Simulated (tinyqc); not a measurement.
## Stress and current directions compared

A cubic crystal with three pairs of conduction valleys along x, y and z; non-degenerate electrons, one relaxation time, masses unchanged. Stress s_ij = X a_i a_j with a the unit vector along the stress; strain e_ii = s11 s_ii + s12 (s_jj + s_kk), e_ij = s44 s_ij/2. Valley shift dE = Xu (n.e.n - trace(e)/3) with n the valley axis; share f proportional to exp(-dE/Vt). Inverse mass along the current d: (n.d)^2/ml + (1 - (n.d)^2)/mt; mu/mu0 = sum f (1/m) over the plain mean of 1/m. Rows: direction of the stress, of size |X|; columns: direction of the current and sign.

Values chosen for this exercise; values close to those of silicon: temperature T = 300 K; compliance s11 = 7.52 1/TPa; compliance s12 = -2.17 1/TPa; compliance s44 = 12.3 1/TPa; shear deformation potential Xu = 9.08 eV; longitudinal mass ml = 0.945 m0; transverse mass mt = 0.191 m0; uniaxial stress (tension positive) X = -1200 MPa.

Constants: q = 1.602176634e-19 C, kB = 1.380649e-23 J/K, Vt = kB T/q. Results are converted to the units shown.

mu/mu0:

|  | I [100], tension | I [100], compression | I [110], tension | I [110], compression |
|---|---|---|---|---|
| [100] | 1.353 | 0.3108 | 1.088 | 0.8277 |
| [110] | 1.250 | 0.8520 | 1.250 | 0.8520 |
| [001] | 0.8234 | 1.345 | 0.8234 | 1.345 |
| [111] | 1.000 | 1.000 | 1.000 | 1.000 |

What do the numbers show?

The largest gain, 1.35, is for stress along [100], tension, current along [100]; the largest loss, 0.311, for [100], compression, current along [100]. Entries equal to one are cases in which the valleys are not split or have equal mass along the current.

Numbers from tinyqc (`OMP_NUM_THREADS=1 python tinyqc.py 2530012 2530013 out.jsonl`; about 0.01 s on one thread of a shared Intel Xeon 2.30GHz).
